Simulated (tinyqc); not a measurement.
# One-dimensional ballistic tunnel FET, two-band WKB: transfer curve and swing

A p-type source for x < 0 with its Fermi level at 0 and its valence edge at ds; in the channel the bands fall as D exp(-x/lam) towards their flat values, with the conduction edge at Ec = ds - dP and D = dP + Eg. The gate moves dP one to one. The drain Fermi level lies at -Vd and the drain side reflects nothing. For w = E - Ec between 0 and dP an electron crosses the gap. Two-band dispersion with equal masses m: inside the gap kappa = sqrt(m u (1 - u/Eg)/C), u the distance from a band edge, C = hbar^2/(2 m0).

S(w) = 2 lam int_0^Eg kappa(u) du/(w + Eg - u) = 2 pi lam sqrt(m/(C Eg)) [w + Eg/2 - sqrt(w (w + Eg))], T(w) = exp(-S). I = g (2 q^2/h) int_0^dP T(w) [f(E) - f(E + Vd)] dw, E = ds - dP + w, f(x) = 1/(1 + exp(x/Vt)). Swing = d(dP)/d(log10 I).

Values chosen for this exercise; band and dielectric values those of a made-up semiconductor:
- T = 300 K (temperature)
- Eg = 0.909 eV (band gap)
- m = 0.039 m0 (band-edge mass of the two-band model)
- lam = 4.5 nm (screening length of the source junction)
- ds = 0.16 eV (source valence edge above the source Fermi level)
- Vd = 0.3 V (drain bias)
- g = 1 (number of degenerate subbands (spin apart))

Constants: q = 1.602176634e-19 C, kB = 1.380649e-23 J/K, hbar = 1.054571817e-34 J s, h = 6.62607015e-34 J s, m0 = 9.1093837015e-31 kg, Vt = kB T/q, hbar^2/(2 m0) = 0.0380998212 eV nm^2. Results are converted to the units shown.

Result of one run:
```
dP (eV),T(w = dP),I (uA),swing (mV/decade)
0.021,4.217e-5,8.118e-8,19.03
```

What becomes of these results when the tunnelling window Ev(source) - Ec(channel) dP is changed from 0.021 to 0.066 eV, all else the same?

Result of the changed run:
```
dP (eV),T(w = dP),I (uA),swing (mV/decade)
0.066,3.335e-4,2.785e-6,40.11
```

The whole series:
```
dP (eV),T(w = dP),I (uA),swing (mV/decade)
0.0094,1.465e-5,1.310e-8,10.66
0.014,2.379e-5,3.074e-8,14.27
0.021,4.217e-5,8.118e-8,19.03
0.03,7.477e-5,2.115e-7,24.33
0.045,1.553e-4,7.258e-7,31.78
0.066,3.335e-4,2.785e-6,40.11
0.097,7.658e-4,1.374e-5,49.10
0.14,0.001766,8.709e-5,58.08
0.21,0.004548,9.867e-4,77.92
0.31,0.01118,0.01015,126.5
```

I rises from 1.31e-8 to 0.0101 uA and the swing rises from 10.7 to 127 mV/decade. The thermionic limit is Vt ln 10 = 59.5 mV/decade; the swing stays under it up to dP = 0.14 eV among the rows, where I is 8.71e-5 uA, 0.86 % of the last row. Leakage below the onset is not in the model.

Numbers from tinyqc (`OMP_NUM_THREADS=1 python tinyqc.py 2620087 2620088 out.jsonl`; about 0.01 s on one thread of a shared Intel Xeon 2.30GHz).
